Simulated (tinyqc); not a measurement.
# n-type polysilicon, carrier trapping at grain boundaries, step by step

Program tinyqc, `OMP_NUM_THREADS=1 python tinyqc.py 2830006 2830007 out.jsonl`; Intel Xeon 2.30GHz, shared host, one thread, about 0.01 s. Printed values are rounded.

One-dimensional grains of size Lg, uniform ionised doping N, monovalent traps Qt at each boundary at a depth Et below (for electrons) or above (for holes) the band edge there, abrupt depletion of width W on each side of a boundary, Boltzmann statistics. xi is the distance from the band edge at the grain centre to the Fermi level. Trapped charge Qt/(1 + exp((xi + VB - Et)/Vt)) = 2 N W, barrier VB = q N W^2/(2 eps0 eps_r).

Inputs (values chosen for the exercise); values of the order met in polycrystalline silicon: temperature T = 350 K; relative permittivity eps_r = 11.7; conduction-band density of states at T NB = 3.53e19 cm^-3; grain size Lg = 83 nm; trap density of a grain boundary Qt = 3.5e12 cm^-2; depth of the trap level from the majority band edge at the boundary Et = 0.47 eV; mass for thermionic emission ms = 0.43 m0; correction factor of the emission rate fe = 1; doping N = 1.3e17 cm^-3.

Constants: q = 1.602176634e-19 C, kB = 1.380649e-23 J/K, m0 = 9.1093837015e-31 kg, Vt = kB T/q, eps0 = 8.8541878128e-14 F/cm where lengths are in cm. Results are converted to the units shown.

## Depletion width, Fermi level and barrier

If the trap equation with xi = Vt ln(NB/N) has a root W < Lg/2, the grain is partly depleted; otherwise W = Lg/2 and the trap equation gives xi = Et - VB + Vt ln(Qt/(N Lg) - 1). N* = Qt/Lg.

N* = 4.21687e17 cm^-3
W = 41.5 nm
xi = 0.321239 V
VB = 0.173135 V
share of traps filled = 0.308286

N is 0.308 N*, and the grain is fully depleted; VB = 5.74 Vt.

## Resistivity and effective mobility

n0 = NB exp(-xi/Vt); mean density n0 (1 - 2 W/Lg) by charge balance in a partly depleted grain, and n0 (sqrt(pi)/2) erf(u)/u with u = sqrt(VB/Vt) in a fully depleted one; v = sqrt(kB T/(2 pi ms m0)); barrier resistivity Vt exp(VB/Vt)/(q fe n0 v Lg); grain resistivity (1 - 2 W/Lg)/(q n0 mug); effective mobility 1/(q mean density total resistivity).

n0 = 8.35865e14 cm^-3
mean density = 3.08961e14 cm^-3
v = 4.43105e6 cm/s
barrier resistivity = 1905.66 ohm cm
grain resistivity = 0.00000 ohm cm
resistivity = 1905.66 ohm cm
effective mobility = 10.6008 cm^2/(V s)

The resistivity is 4370 times that of a single crystal with the same N and mobility mug, and the mean density is 0.238 % of N.
